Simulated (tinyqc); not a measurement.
What moves the results: ellipsoidal valleys in the axes of a wafer and a channel. A value that a table varies takes the place of the one given here.

Valleys with axes a along [111], [1-1-1], [-11-1] and [-1-11], one whole valley each; inverse mass tensor w = 1/mt + (1/ml - 1/mt) a a. Device axes: z = nz/|nz|, x = nx/|nx|, y = z cross x; in them a = (ax, ay, az). Confinement mass mz = 1/w_zz. In the plane w_ij is replaced by u_ij = w_ij - w_iz w_jz/w_zz (i, j = x, y); density-of-states mass md = 1/sqrt(det u); conductivity mass along x mc = 1/u_xx; ballistic transport mass mx = u_yy/det u, width mass my = 1/u_yy.

Hard walls: E_n = c (n pi/t)^2/mz, c = hbar^2/2m0, n = 1, 2, 3. Non-degenerate share of a valley proportional to md sum_n exp(-E_n/kT); mean 1/mc = sum of share/mc. 1 nm = 10 angstrom.

Constants: hbar^2/2m0 = 3.80998211 eV angstrom^2; kB = 8.617333262e-05 eV/K.

Parameters, chosen for this exercise (near those of the L valleys of Ge; not measured data): ml = 1.578 m0 (longitudinal mass); mt = 0.084 m0 (transverse mass); t = 8.4 nm (thickness of the film); T = 300 K (temperature); nz = (1, 1, 0) (surface normal (confinement)); nx = (1, -1, 0) (channel direction).

## Wafer and channel orientation

For each face/channel: the lowest ladder (mz, number of valleys, md, E1, share) and the mean conductivity mass over all valleys.

Results:

| face/channel | mz | valleys | md | E1 (meV) | share | mean mc |
|---|---|---|---|---|---|---|
| (112)/[11-1] | 0.530 | 1 | 0.145 | 10.1 | 0.516 | 0.1700 |
| (110)/[001] | 0.228 | 2 | 0.221 | 23.4 | 0.753 | 0.3024 |
| (001)/[100] | 0.123 | 4 | 0.301 | 43.4 | 1.000 | 0.1559 |
| (113)/[1-10] | 0.297 | 1 | 0.194 | 17.9 | 0.447 | 0.1303 |
| (110)/[1-11] | 0.228 | 2 | 0.221 | 23.4 | 0.753 | 0.1282 |
| (100)/[011] | 0.123 | 4 | 0.301 | 43.4 | 1.000 | 0.1559 |
| (111)/[1-10] | 1.578 | 1 | 0.084 | 3.4 | 0.565 | 0.1056 |

The mean conductivity mass is lowest, 0.1056, for (111)/[1-10] and highest, 0.3024, for (110)/[001]; the bulk value is 0.1227. The confinement energy is lowest on the face with the heaviest mz ((111), 3 meV). The density of states of the lowest ladder, valleys times md, runs between 0.084 and 1.205; a small value limits the charge through the quantum capacitance.

## Thickness of the film

Share of the lowest ladder and mean conductivity mass.

Results:

| t (nm) | lowest E1 (meV) | spread of E1 (meV) | share of the lowest ladder | mean mc |
|---|---|---|---|---|
| 2.0 | 412.8 | 706.4 | 1.000 | 0.0840 |
| 3.0 | 183.4 | 313.9 | 1.000 | 0.0840 |
| 4.0 | 103.2 | 176.6 | 0.998 | 0.0841 |
| 5.0 | 66.0 | 113.0 | 0.980 | 0.0851 |
| 7.0 | 33.7 | 57.7 | 0.852 | 0.0926 |
| 10.0 | 16.5 | 28.3 | 0.675 | 0.1057 |
| 14.0 | 8.4 | 14.4 | 0.589 | 0.1134 |

The spread falls as 1/t^2 and passes kT = 25.9 meV between t = 10 and 14 nm; the share of the lowest ladder goes from 1.000 to 0.589 and the mean mass goes from 0.0840 to 0.1134, against 0.1227 for equal shares, the limit of a thick film (the bulk value 3/(1/ml + 2/mt) is 0.1227). Three subbands a valley become too few once E3 nears kT. In the thinnest rows E1 (413 meV) is beyond the parabolic range, and the Delta valleys can pass below.

## What each parameter does

Lowest E1, its share and the mean conductivity mass. Each row changes one parameter from the base and keeps the others.

Results:

| case | lowest E1 (meV) | share | mean mc (m0) |
|---|---|---|---|
| base | 23.40 | 0.7529 | 0.0995 |
| ml = 1.736 m0 | 23.19 | 0.7539 | 0.0995 |
| mt = 0.092 m0 | 21.56 | 0.7293 | 0.1108 |
| t = 7.56 nm | 28.89 | 0.8097 | 0.0955 |
| T = 330 K | 23.40 | 0.7292 | 0.1013 |

The largest shifts from the base row, up to three for each result and ties (the steps differ in size, so this ranks the rows, not the parameters). lowest E1 (meV): t +5.49, mt -1.84, ml -0.20; unchanged at the printed digits by T. share: t +0.0567, T -0.0237, mt -0.0236. mean mc (m0): mt +0.0113, t -0.0041, T +0.0018; unchanged at the printed digits by ml.

tinyqc: `OMP_NUM_THREADS=1 python tinyqc.py 1850909 1850910 out.jsonl`; about 0.01 s, one thread, shared Intel(R) Xeon(R) Processor @ 2.30GHz.
